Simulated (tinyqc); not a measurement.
Mesh against width: smearing for a one-band metal on the fcc lattice.

Lattice vectors (units of a): a1 = (0, 1/2, 1/2), a2 = (1/2, 0, 1/2), a3 = (1/2, 1/2, 0). E(k) = -t A_1(k) - t2 A_2(k), A_m the sum of cos(k . R) over the 12 nearest and 6 second lattice vectors. Mesh k = sum (j_i/N) b_i, j_i = 0 .. N-1.

With x = (E_k - mu)/sigma: Gaussian f = erfc(x)/2, s = exp(-x^2)/(2 sqrt(pi)); Methfessel-Paxton (first order) f = erfc(x)/2 - x exp(-x^2)/(2 sqrt(pi)), s = (1 - 2 x^2) exp(-x^2)/(4 sqrt(pi)). With weights w = points/N^d (d the dimension), mu solves 2 sum w f = ne; E = 2 sum w f E_k, S = 2 sum w s, F = E - sigma S.

Parameters, chosen for this exercise:
```
symbol  value  unit  meaning
t       0.49   eV    nearest hopping
t2      -0.02  eV    second hopping
ne      1.58         electrons per cell
```

Gaussian smearing, (E + F)/2. The reference is F of first-order Methfessel-Paxton smearing with sigma = 0.05 t on the mesh N = 40; it moves by 0.05 meV on the mesh N = 50; in three dimensions such meshes can agree by chance and the reference may be off by about 1 meV, so smaller errors are not resolved.

Errors (meV per cell):
```
N   sigma = 0.05 t  sigma = 0.15 t  sigma = 0.4 t
4            36.24           32.77          24.10
6            34.44           33.37          25.36
8            -6.37           -6.66          -5.82
12            4.54            3.84           1.26
16            0.95            0.82           0.26
24            0.13           -0.01          -0.02
```

reference = -0.74395 eV

How do the results move, and what explains it?

First N from which the value stays within 2 meV of its last entry (which need not be the best one): 16 for sigma = 0.05 t, 16 for sigma = 0.15 t, 12 for sigma = 0.4 t. At the last mesh the errors are +0.13, -0.01 and -0.02 meV. The widest smearing converges sooner with the mesh than the narrowest; a level at which its last entries rest, if any, is its bias. The smallest error belongs to 0.05 t on 0, 0.15 t on 1, 0.4 t on 5 of the 6 meshes.

(tinyqc, `OMP_NUM_THREADS=1 python tinyqc.py 1680460 1680461 out.jsonl`, Intel(R) Xeon(R) Processor @ 2.30GHz, 1 thread, shared host, about 0.3 s.)
